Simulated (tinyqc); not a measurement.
Van der Pauw, Hall and four-point-probe measurements on a doped layer: one step of the calculation.

A uniform n-type layer with sheet resistance Rs = 1/(q ns mu), point contacts, low field (mu B small).

Problem. Resistances and Hall voltage. Rs = 1/(q ns mu). For a rectangle with contacts at the corners, RA = (8 Rs/pi) sum_(k>=0) ln coth((2k + 1) pi a/(2 b)) with current along a short side b and voltage along the opposite one, RB the same with a and b exchanged; Hall voltage VH = rH B I/(q ns), negative for electrons.

Values chosen for this exercise: sheet density of the layer ns = 7.4e12 cm^-2; drift mobility mu = 210 cm^2/(V s); Hall factor rH = 1; magnetic field B = 2 T; current I = 1000 uA; side ratio a/b of a rectangular sample with corner contacts ar = 1.35.

Constants: q = 1.602176634e-19 C. Results are converted to the units shown.

Find: Rs; RA; RB; VH.

Solution.

Rs = 4016.4 ohm/square
RA = 294.46 ohm
RB = 2021.6 ohm
VH = -168.69 mV

RB/RA = 6.87; for a square both equal Rs ln 2/pi = 886 ohm.

Program tinyqc, `OMP_NUM_THREADS=1 python tinyqc.py 2850199 2850200 out.jsonl`; Intel Xeon 2.30GHz, shared host, one thread, about 0.03 s.
